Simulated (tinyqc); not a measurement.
X-ray reflectivity of a thin film on silicon: critical angles, Parratt recursion, fringes and roughness: one step, computed by the program tinyqc.

n = 1 - delta + i beta; the classical electron radius is r_e = 2.8179403e-6 nm. Layer 0 is vacuum, 1 the film, 2 the substrate.

Task: Fringe period, contrast and decay. Far above the critical angle the period is d theta = lambda/(2 d), or 2 pi/d in q; the envelope runs between (|r_01| - |r_12 p|)^2 and (|r_01| + |r_12 p|)^2; contrast = 2 a b/(a^2 + b^2) with a = |r_01|, b = |r_12 p|; roughness factors on the amplitudes are about exp(-q^2 sigma^2/2).

Inputs (values chosen for the exercise, modelled on HfO2 on silicon, copper K-alpha radiation):
```
quantity,value,unit
wavelength lambda,0.15406,nm
film thickness d,42.1,nm
roughness of the surface sigma_1,0.93,nm
roughness of the interface sigma_2,0.67,nm
```

1000 r_01 = 5.542382-0.436766i

1000 r_12 = -8.053593+0.784049i

p = 0.6581013+0.3851803i

q = 4 pi sin(theta)/lambda = 1.893259 1/nm

Give: period in theta; period in q; contrast; roughness factor, surface; roughness factor, interface.

Result:

period in theta = 0.1048 degrees

period in q = 0.1492 1/nm

contrast = 0.9946

roughness factor, surface = 0.2122

roughness factor, interface = 0.4473
